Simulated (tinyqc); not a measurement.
Double-gate transistor, scale length and short-channel effects: two steps of the calculation.

A body of thickness ts between two insulators of thickness ti and two tied gates. Below threshold the potential that source and drain add obeys Laplace's equation and vanishes on the gate. Its lowest mode decays along the channel as exp(-k y); k is the smallest positive root of the matching condition at the interface, and the scale length is Lambda = pi/k.

Inputs (values chosen for the exercise); permittivities: semiconductor close to that of silicon, insulator close to that of aluminium oxide:

| symbol | value | unit | meaning |
|---|---|---|---|
| T | 350 | K | temperature |
| eps_r | 11.5 |  | relative permittivity of the semiconductor |
| ei | 8.65 |  | relative permittivity of the insulator |
| ti | 3 | nm | insulator thickness |
| ts | 6.3 | nm | body thickness |
| L | 36 | nm | channel length |
| Vbi | 0.99 | V | potential of the source |
| sT | 0.47 | V | potential of the barrier top at threshold |
| VTL | 0.42 | V | long-channel threshold |
| m | 1 |  | long-channel body factor |
| Vds | 0.5 | V | drain voltage |

Constants: q = 1.602176634e-19 C, kB = 1.380649e-23 J/K, Vt = kB T/q. Results are converted to the units shown.

Problem 1. Decay constant by Newton steps. f(k) = ei cos(k ti) cos(k ts/2) - eps_r sin(k ti) sin(k ts/2); f' by a central difference with +/- 1e-5 1/nm; k(new) = k - f/f'.

k at the start = 0.2625 1/nm

Wanted: f; f'; k after iteration 1.

Solution 1.

f = -1.8628
f' = -61.894 nm
k after iteration 1 = 0.23240 1/nm

Problem 2. Threshold shift, barrier position and swing. Along the channel psi(y) = s + a exp(y/l) + b exp(-y/l) with psi(0) = Vbi, psi(L) = Vbi + Vds and l = 1/k = Lambda/pi; with A = Vbi - s, B = A + Vds, x = exp(-L/l): a = (B - A x) x/(1 - x^2), b = (A - B x)/(1 - x^2). The minimum is s + 2 sqrt(a b), at y = (l/2) ln(b/a). The long-channel potential follows the gate as s = sT + (Vg - VTL)/m, and the threshold VT is the gate voltage at which the minimum equals sT. Swing = m Vt ln 10/g at threshold, g = d(minimum)/ds = 1 - (b x + a)/((1 + x) sqrt(a b)).

l = 4.3038052 nm

Wanted: s at threshold; a; b; position of the minimum; VT; swing.

Solution 2.

s at threshold = 0.4470 V
a = 2.429e-4 V
b = 0.5427 V
position of the minimum = 16.59 nm
VT = 0.3970 V
swing = 71.76 mV/decade

The threshold lies 23.0 mV below the long-channel value, and the barrier top sits at 0.46 L from the source.

Computed by the program tinyqc: `OMP_NUM_THREADS=1 python tinyqc.py 2420047 2420048 out.jsonl`, one thread of a shared Intel Xeon 2.30GHz, about 0.01 s for the whole run.
